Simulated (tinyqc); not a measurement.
Pressure-driven transition between two phases with analytic equations of state: one step, computed by the program tinyqc. Command: `OMP_NUM_THREADS=1 python tinyqc.py 3015630 3015631 out.jsonl transition walk`. One thread of a shared host (Intel(R) Xeon(R) Processor @ 2.30GHz), about 0.03 s of CPU time with the checks.

Each phase obeys E = E0 + (9 V0 B0/16) [y^3 B' + y^2 (2 - 4 y)], y = (V0/V)^(2/3) - 1; P = (3 B0/2) (x^7 - x^5) [1 + (3/4)(B' - 4)(x^2 - 1)], x = (V0/V)^(1/3); E0 = 0 for phase 1 and Delta E0 for phase 2. H = E + P V.

Question. One Newton step. At the estimate, solve P(V) = P for each phase, form H, and step P(new) = P - (H_2 - H_1)/(V_2 - V_1), since dH/dP = V.

Inputs (values chosen for the exercise, for two model phases):
```
quantity                                   value             unit
volume V0 of phase 1                        21.3  angstrom^3/atom
B0 of phase 1                               49.8              GPa
B' of phase 1                               3.58                -
volume V0 of phase 2                        16.9  angstrom^3/atom
B0 of phase 2                               60.5              GPa
B' of phase 2                               5.13                -
energy of phase 2 above phase 1, Delta E0  0.049          eV/atom
```

Equation of state: Birch-Murnaghan.

rigid estimate = 1.784242 GPa

Constants: 1 eV/angstrom^3 = 160.2176634 GPa.

Give: V_1; H_1; V_2; H_2; next pressure.

Answer.

V_1 = 20.593 angstrom^3

H_1 = 0.23317 eV

V_2 = 16.442 angstrom^3

H_2 = 0.23458 eV

next pressure = 1.8387 GPa
